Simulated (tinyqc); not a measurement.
From one set of inputs to another, one input at a time: leakage through a gate insulator: direct, Fowler-Nordheim, trap-assisted and Poole-Frenkel currents. Computed by tinyqc, a small Python program. Command: `OMP_NUM_THREADS=1 python tinyqc.py 3027494 3027495 out.jsonl oxideleak ladder`. One thread of a shared host (Intel(R) Xeon(R) Processor @ 2.30GHz), about 0.01 s of CPU time with the checks.

Electrons enter from the cathode Fermi level at x = 0; the conduction band of the insulator lies phi_b - e F x above it, F = V/t. WKB exponents use a parabolic band with mass m.

The inputs printed are set A. Inputs not listed in the table keep their values of set A, so the rows need not describe a real material.

Inputs (values chosen for the exercise, with an insulator like Si3N4):
```
quantity                          value   unit
thickness t                         2.3     nm
barrier phi_b                       2.2     eV
tunnelling mass m                  0.42    m_0
static constant eps_ox             6.98      -
optical constant eps_opt           3.89      -
voltage across the insulator V     0.93      V
trap depth phi_t                    1.6     eV
trap density N_t                1.1e+19  cm^-3
attempt rate nu_0                 4e+13    1/s
activation of capture E_a          0.16     eV
temperature T                       350      K
```

Constants: hbar^2/(2 m_0) = 3.80998212 eV angstrom^2; e = 1.602176634e-19 C; hbar = 1.054571817e-34 J s; k_B = 8.617333262e-05 eV/K; eps_0 = 8.8541878128e-12 F/m.

Method:
- For a level a distance phi(x) below the band, the WKB exponent is 2 int kappa dx with kappa = sqrt(m phi/(hbar^2/2m_0)); for a linear barrier from phi_1 down to phi_2 = max(phi_1 - e F d, 0) it is G = (4/3) sqrt(m/(hbar^2/2m_0)) (phi_1^(3/2) - phi_2^(3/2))/(e F).
- J_tun = e^3 F^2/(16 pi^2 hbar m phi_b) x exp(-G) / [1 - sqrt(phi_2/phi_b)]^2 with the free-electron mass in the cathode (m in m_0), phi_2 = max(phi_b - e V, 0): direct tunnelling for e V < phi_b, Fowler-Nordheim above. Image forces, back-flow and the limit on supply are left out, so J_tun is overstated below about 0.5 V.
- Equivalent oxide thickness = 3.9 t/eps_ox.
- A trap at depth x lies phi_t below the band. Capture: tunnel at the cathode Fermi level from 0 to x (G_in from phi_1 = phi_b), rate nu_0 exp(-G_in - E_c/k_B T) with E_c = E_a + max(phi_b - phi_t - e F x, 0), the last term being the height of the trap above the cathode Fermi level. Emission: tunnel from the trap level to the anode (G_out from phi_1 = phi_t over t - x), rate nu_0 exp(-G_out - E_a/k_B T). Re-emission to the cathode follows from detailed balance, rate_back = rate_in exp(dE/k_B T) with dE = phi_b - phi_t - e F x. Each trap passes R = rate_in rate_out/(rate_in + rate_back + rate_out) electrons per second; filling from the anode is left out.
- J_TAT = e N_t int_0^t R dx by the midpoint rule on 400 intervals; the most effective depth is the midpoint with the largest R, rounded to 0.01 nm.
- Poole-Frenkel emission over the lowered barrier of a charged trap: lowering sqrt(e F/(pi eps_opt eps_0)); J_PF = e N_t^(2/3) nu_0 exp(-(phi_t - lowering)/k_B T), one sheet of traps emitting with supply unlimited (an upper bound).

Each row keeps all changes above it; columns: (1) input moved; (2) from; (3) to; (4) tunnelling current J_tun (A/cm^2); (5) trap-assisted current J_TAT (A/cm^2); (6) Poole-Frenkel bound J_PF (A/cm^2):
```
(1)                                     (2)      (3)         (4)         (5)         (6)
set A                                     -        -  9.2091e-01  1.3380e-02  4.0157e-05
voltage across the insulator V (V)     0.93      1.3  2.6172e+00  2.6764e-01  4.3149e-03
thickness t (nm)                        2.3      2.8  2.9201e-02  3.4698e-02  2.5178e-04
trap density N_t (cm^-3)            1.1e+19  8.9e+17  2.9201e-02  2.8074e-03  4.7100e-05
temperature T (K)                       350      250  2.9201e-02  3.1511e-04  1.7101e-09
barrier phi_b (eV)                      2.2     3.14  9.0312e-05  7.7953e-17  1.7101e-09
tunnelling mass m (m_0)                0.42     0.46  2.1134e-05  2.0689e-17  1.7101e-09
activation of capture E_a (eV)         0.16     0.23  2.1134e-05  8.0278e-19  1.7101e-09
```

Which inputs carry the difference?

Tunnelling current J_tun goes from 0.921 to 2.11e-5, a factor 2.29e-5 in all. The largest single move comes from barrier phi_b (a factor 0.00309), and voltage across the insulator V works against it (a factor 2.84). Trap-assisted current J_TAT goes from 0.0134 to 8.03e-19, a factor 6.00e-17 in all. The largest single move comes from barrier phi_b (a factor 2.47e-13), and voltage across the insulator V works against it (a factor 20.0). Poole-Frenkel bound J_PF goes from 4.02e-5 to 1.71e-9, a factor 4.26e-5 in all. The largest single move comes from temperature T (a factor 3.63e-5), and voltage across the insulator V works against it (a factor 107). The single moves hold for this order of the switches; the total does not depend on the order.

Caution (all rows): the film is too thin for the Poole-Frenkel picture (the lowering is a large part of the whole drop, or the traps are further apart than the film is thick), so J_PF is only nominal. Caution (rows barrier phi_b, tunnelling mass m, activation of capture E_a): a current below about 1e-15 A/cm^2 is not measurable.

Extremes, crossings and ranges named in words are read from the listed rows.
